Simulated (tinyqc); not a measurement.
Inside a calculation. Model: crystallisation kinetics and data retention of a phase-change cell.

Program tinyqc, `OMP_NUM_THREADS=1 python tinyqc.py 2490106 2490107 out.jsonl`; Intel Xeon 2.30GHz, shared host, one thread, about 0.01 s. Printed values are rounded.

Johnson-Mehl-Avrami-Kolmogorov law X = 1 - exp(-y^n), y = integral of k dt, k = (1/100 s) exp[-(Ec q/kB)(1/T - 1/T1)].

Parameters, values chosen for the exercise; values of the order of Ge-Sb-Te and related chalcogenides: activation energy of crystallisation Ec = 1.87 eV; temperature at which the rate k is 1/(100 s) T1 = 414 K; Avrami exponent n = 2.5; crystalline share at which the state is lost Xf = 0.4; storage temperature T = 341 K; heating rate b = 2 K/min; start of the ramp table Ta = 372 K; step of the table dT = 6 K; steps m = 10.

Constants: q = 1.602176634e-19 C, kB = 1.380649e-23 J/K. Results are converted to the units shown.

Range of the model: One Arrhenius rate is assumed; incubation, growth from the boundary and the non-Arrhenius kinetics of the supercooled liquid are left out.

## Retention

At fixed T the state fails at t = (-ln(1 - Xf))^(1/n)/k; ten years are 3.15576e8 s.

k = 1.338820e-7 1/s
y at failure = 0.7643796
time to fail = 5.709353e6 s
the same in years = 0.1809185
temperature for ten years = 320.7754 K

The cell misses ten years at 341 K.

## A heating ramp

T rises at the rate b. Start with y = k (kB Ta^2/(q Ec))/b, the integral from cold to Ta to leading order; over each step k is taken as exponential in T, so y gains (dT/b)(k2 - k1)/ln(k2/k1). dX/dt = n y^(n - 1) k exp(-y^n), listed as 0 once y^n exceeds 23.

T, point 0 to 10 (K): [372, 378, 384, 390, 396, 402, 408, 414, 420, 426, 432]
k, point 0 to 10 (1/s): [2.690585e-5, 6.791715e-5, 1.665504e-4, 3.973061e-4, 9.231301e-4, 0.002091564, 0.004626282, 0.01, 0.02114478, 0.04377695, 0.08881963]
y, point 0 to 10: [0.005147366, 0.01311980, 0.03291222, 0.08068723, 0.1929544, 0.4500993, 1.024835, 2.279674, 4.958679, 10.55674, 22.01636]
X, point 0 to 10: [1.900913e-6, 1.971577e-5, 1.964944e-4, 0.001847611, 0.01622147, 0.1270841, 0.6546682, 0.9996089, 1, 1, 1]
dX/dt, point 0 to 10 (1/s): [2.484068e-8, 2.551536e-7, 2.485628e-6, 2.272319e-5, 1.924342e-4, 0.001378307, 0.004143715, 3.365203e-5, 0, 0, 0]

Among the points the rate is largest at 408 K, where X = 0.655; the exact peak lies at 407.8 K.
